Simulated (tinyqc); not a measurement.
Bond unit of a tetrahedral oxide and its oxygen vacancy in tight binding, step by step. Values are carried at full precision from step to step, so a last printed digit may differ when a step is redone from the rounded ones.

Two sp3 hybrids h1, h2 at eh = (es + 3 ep)/4 point at one oxygen with orbitals s, px, py, pz; x joins the two cations, z bisects the angle phi, and th = (180 - phi)/2. With u = hbar^2/(m d^2) = 2c/d^2, c = hbar^2/2m0: Vhs = -(1.32 + sqrt3 x 1.42) u/2 and Vhp = (1.42 + sqrt3 x 2.22) u/2. <h|s> = Vhs for both; <h1|px> = Vhp cos(th), <h2|px> = -Vhp cos(th); <h|pz> = Vhp sin(th) for both; py is a lone pair. The unit holds 8 electrons. Coupling between units, which widens the levels into bands, is left out.

Constants: hbar^2/2m0 = 3.80998211 eV angstrom^2.

Values chosen for the exercise (near tabulated values for SiO2; shifted at random, so the results belong to these values and not to a real crystal): es = -14.88 eV (s level of the cation); ep = -7.5 eV (p level of the cation); eos = -34.26 eV (s level of oxygen); eop = -16.95 eV (p level of oxygen); d = 1.59 angstrom (cation-oxygen distance); phi = 152 degrees (bond angle at oxygen); R = 3.12 angstrom (cation-cation distance across the vacancy).

## Level and couplings

Form eh, u, Vhs, Vhp and th.

eh (hybrid level) = -9.3450 eV
u = 3.0141 eV

Vhs, Vhp (eV): [-5.6959, 7.9349]

th = 14.0 degrees

## The matrix

Fill it in.

H (eV), rows h1, h2, s, px, py, pz and columns alike:
$$\begin{pmatrix}
-9.3450 & 0 & -5.6959 & 7.6992 & 0 & 1.9196 \\
0 & -9.3450 & -5.6959 & -7.6992 & 0 & 1.9196 \\
-5.6959 & -5.6959 & -34.2600 & 0 & 0 & 0 \\
7.6992 & -7.6992 & 0 & -16.9500 & 0 & 0 \\
0 & 0 & 0 & 0 & -16.9500 & 0 \\
1.9196 & 1.9196 & 0 & 0 & 0 & -16.9500
\end{pmatrix}$$

## Levels, weights and charge

Diagonalise; the four lowest levels are filled. The excess of electrons on oxygen is twice the oxygen weight of the filled levels less 6.

levels (eV): [-36.6678, -24.6806, -17.5591, -16.9500, -6.3281, -1.6144]

weights, rows h1, h2, s, px, py, pz; columns level 1, level 2, level 3, level 4, level 5, level 6:
$$\begin{pmatrix}
0.041 & 0.168 & 0.024 & 0.000 & 0.435 & 0.332 \\
0.041 & 0.168 & 0.024 & 0.000 & 0.435 & 0.332 \\
0.917 & 0.000 & 0.011 & 0.000 & 0.072 & 0.000 \\
0.000 & 0.665 & 0.000 & 0.000 & 0.000 & 0.335 \\
0.000 & 0.000 & 0.000 & 1.000 & 0.000 & 0.000 \\
0.002 & 0.000 & 0.942 & 0.000 & 0.057 & 0.000
\end{pmatrix}$$

highest filled to lowest empty = 10.6219 eV
excess electrons on oxygen = 1.071

The highest filled level is the py orbital of oxygen (100 %) and the lowest empty one is 87 % cation hybrid, even under exchange of the two cations. The spacing is that of an isolated unit and exceeds the gap of the solid.

## The odd block in closed form

The combination (h1 - h2)/sqrt2 couples to px alone, with W2 = sqrt2 Vhp cos(th); W3 = (eh - eop)/2; levels (eh + eop)/2 -/+ sqrt(W2^2 + W3^2); polarity W3/sqrt(W2^2 + W3^2).

W2, W3 (eV): [10.8883, 3.8025]

levels of the odd block (eV): [-24.6806, -1.6144]

polarity = 0.3297

## The neutral oxygen vacancy

Without the oxygen the two hybrids face each other at distance R and couple by -V2, V2 = 3.22 x 2c/R^2, c = hbar^2/2m0: a bond at eh - V2 with two electrons and an antibond at eh + V2. Levels are measured from eop, the lone-pair level that stands for the top of the valence band.

Form V2 and the two levels above eop. R is a chosen distance; in real silica the neutral vacancy relaxes to about 2.5 angstrom.

V2 = 2.5206 eV

levels above eop (eV): bond 5.0844, lone hybrid 7.6050, antibond 10.1256

bond-antibond splitting = 5.0411 eV

The filled bond lies 5.08 eV above the lone pairs, so it can trap a hole; the antibond lies below the lowest empty level of the intact unit (10.62 eV). A lone hybrid, as in a dangling bond, sits at 7.60 eV.

## Checks

- Levels of the odd block against the full matrix: they agree to 1e-10 or better.

Program tinyqc; command `OMP_NUM_THREADS=1 python tinyqc.py 1452203 1452204 out.jsonl`; about 0.01 s on one thread of a shared Intel(R) Xeon(R) Processor @ 2.30GHz.
